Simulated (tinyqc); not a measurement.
UKS/PBE0 in the sto-3g basis, for H4+, spin multiplicity 2, step by step. One step of it, computed by the program tinyqc.

Problem. Iteration 2: building the Kohn-Sham matrix. J_ij = sum D_kl (ij|kl) with D = D(alpha) + D(beta), K_ij = sum D_kl (ik|jl) for each spin; F = H + J - 0.25 K(s) + V_xc; E = tr D H + tr D J / 2 - 0.125 sum_s tr D(s) K(s) + E_xc + E_nn.

D(alpha) after iteration 1, lower triangle:
```
           1H 1s      2H 1s     3H 1s     4H 1s
1H 1s   0.462049
2H 1s   0.191880   0.462049
3H 1s  -0.063172  -0.034549  0.462049
4H 1s  -0.034549  -0.063172  0.191880  0.462049
```

D(beta) after iteration 1, lower triangle:
```
          1H 1s     2H 1s     3H 1s     4H 1s
1H 1s  0.213750
2H 1s  0.064354  0.213750
3H 1s  0.064354  0.213750  0.213750
4H 1s  0.213750  0.064354  0.064354  0.213750
```

core Hamiltonian H = T + V (hartree), lower triangle:
```
           1H 1s      2H 1s      3H 1s      4H 1s
1H 1s  -1.303833
2H 1s  -0.442949  -1.303833
3H 1s  -0.236107  -0.104112  -1.303833
4H 1s  -0.104112  -0.236107  -0.442949  -1.303833
```

Two-electron integrals (ij|kl) in chemists' order, unique and non-zero (hartree):
```
(11|11) 0.774606   (21|11) 0.134180   (21|21) 0.035731   (22|11) 0.342721
(22|21) 0.134180   (22|22) 0.774606   (31|11) 0.063496   (31|21) 0.012953
(31|22) 0.038468   (31|31) 0.009246   (32|11) 0.020305   (32|21) 0.005689
(32|22) 0.022391   (32|31) 0.003132   (32|32) 0.001404   (33|11) 0.272712
(33|21) 0.063323   (33|22) 0.215413   (33|31) 0.063496   (33|32) 0.022391
(33|33) 0.774606   (41|11) 0.022391   (41|21) 0.005689   (41|22) 0.020305
(41|31) 0.003132   (41|32) 0.001374   (41|33) 0.020305   (41|41) 0.001404
(42|11) 0.038468   (42|21) 0.012953   (42|22) 0.063496   (42|31) 0.005593
(42|32) 0.003132   (42|33) 0.038468   (42|41) 0.003132   (42|42) 0.009246
(43|11) 0.063323   (43|21) 0.016673   (43|22) 0.063323   (43|31) 0.012953
(43|32) 0.005689   (43|33) 0.134180   (43|41) 0.005689   (43|42) 0.012953
(43|43) 0.035731   (44|11) 0.215413   (44|21) 0.063323   (44|22) 0.272712
(44|31) 0.038468   (44|32) 0.020305   (44|33) 0.342721   (44|41) 0.022391
(44|42) 0.063496   (44|43) 0.134180   (44|44) 0.774606
```

nuclear repulsion = 1.67745840 hartree

V_xc(alpha) (hartree), lower triangle:
```
           1H 1s      2H 1s      3H 1s      4H 1s
1H 1s  -0.319108
2H 1s  -0.067420  -0.319108
3H 1s  -0.031212  -0.012524  -0.319108
4H 1s  -0.012524  -0.031212  -0.067420  -0.319108
```

V_xc(beta) (hartree), lower triangle:
```
           1H 1s      2H 1s      3H 1s      4H 1s
1H 1s  -0.277070
2H 1s  -0.058883  -0.277070
3H 1s  -0.027993  -0.011371  -0.277070
4H 1s  -0.011371  -0.027993  -0.058883  -0.277070
```

E_xc = sum of w rho eps_xc = -0.70368434 hartree

Give: Coulomb J; exchange K(alpha); exchange K(beta); F(alpha); F(beta); total energy of this density.

Solution.

Coulomb J (hartree), lower triangle:
```
        1H 1s   2H 1s   3H 1s   4H 1s
1H 1s  1.2017
2H 1s  0.2979  1.2017
3H 1s  0.1534  0.0645  1.2017
4H 1s  0.0645  0.1534  0.2979  1.2017
```

exchange K(alpha) (hartree), lower triangle:
```
        1H 1s   2H 1s   3H 1s   4H 1s
1H 1s  0.4208
2H 1s  0.1936  0.4208
3H 1s  0.0532  0.0330  0.4208
4H 1s  0.0330  0.0532  0.1936  0.4208
```

exchange K(beta) (hartree), lower triangle:
```
        1H 1s   2H 1s   3H 1s   4H 1s
1H 1s  0.2172
2H 1s  0.1067  0.2172
3H 1s  0.0816  0.0805  0.2172
4H 1s  0.0805  0.0816  0.1067  0.2172
```

F(alpha) (hartree), lower triangle:
```
         1H 1s    2H 1s    3H 1s    4H 1s
1H 1s  -0.5264
2H 1s  -0.2608  -0.5264
3H 1s  -0.1272  -0.0603  -0.5264
4H 1s  -0.0603  -0.1272  -0.2608  -0.5264
```

F(beta) (hartree), lower triangle:
```
         1H 1s    2H 1s    3H 1s    4H 1s
1H 1s  -0.4335
2H 1s  -0.2306  -0.4335
3H 1s  -0.1311  -0.0710  -0.4335
4H 1s  -0.0710  -0.1311  -0.2306  -0.4335
```

total energy of this density = -1.431475 hartree

This density is a damped mixture and is not idempotent.
